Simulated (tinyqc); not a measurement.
Charge pumping in an n-channel transistor: two steps of the calculation.

The gate is pulsed from accumulation to inversion and back. Energies E are counted from the intrinsic level; Dit(E) = D0 [1 + b (2 E/Eg)^2]. During each edge the traps near the bands emit their carriers, and those between Eh and Ee recombine once a cycle.

Inputs (values chosen for the exercise); band and dielectric values close to those of germanium: temperature T = 250 K; band gap Eg = 0.662 eV; conduction-band density of states at 250 K Nc = 7.99e18 cm^-3; valence-band density of states at 250 K Nv = 4.58e18 cm^-3; gate area A = 1.3 um^2; trap density at midgap D0 = 7.2e11 cm^-2 eV^-1; rise of the trap density towards the band edges b = 0; cross-section for electrons sn = 3.3e-16 cm^2; cross-section for holes sp = 4.2e-15 cm^2; thermal velocity at 250 K, one nominal value for electrons and holes vth = 1.5e7 cm/s; Vth - Vfb dV = 0.97 V; pulse height Va = 2.7 V; frequency f = 4.8e5 Hz; rise time tr = 31 ns; fall time tf = 77 ns.

Constants: q = 1.602176634e-19 C, kB = 1.380649e-23 J/K, Vt = kB T/q. Results are converted to the units shown.

Task 1. Emission levels. ni = sqrt(Nc Nv) exp(-Eg/(2 Vt)), Eg in volts; emission times te = (dV/Va) tf and th = (dV/Va) tr; Ee = -Vt ln(vth sn ni te), Eh = +Vt ln(vth sp ni th).

Wanted: ni; te; th; Ee; Eh.

Result 1.

ni = 1.285e12 cm^-3
te = 27.66 ns
th = 11.14 ns
Ee = 0.1862 eV
Eh = -0.1510 eV

The window covers 50.9 % of the gap.

Task 2. Pumped charge and current. Nit = integral of Dit from Eh to Ee = D0 [Ee - Eh + 4 b (Ee^3 - Eh^3)/(3 Eg^2)], Qcp = q A Nit, Icp = f Qcp.

Ee = 0.18624115 eV
Eh = -0.15104087 eV

Wanted: Nit; mean Dit; traps pumped a cycle; Icp.

Result 2.

Nit = 2.428e11 cm^-2
mean Dit = 7.200e11 cm^-2 eV^-1
traps pumped a cycle = 3157
Icp = 242.8 pA

Range of the model: The Fermi levels of inversion and accumulation are taken to lie beyond Ee and Eh, the flat tops to fill all traps, and no geometric current is added.

tinyqc, about 0.01 s, one thread, Intel Xeon 2.30GHz (shared host): `OMP_NUM_THREADS=1 python tinyqc.py 2030089 2030090 out.jsonl`
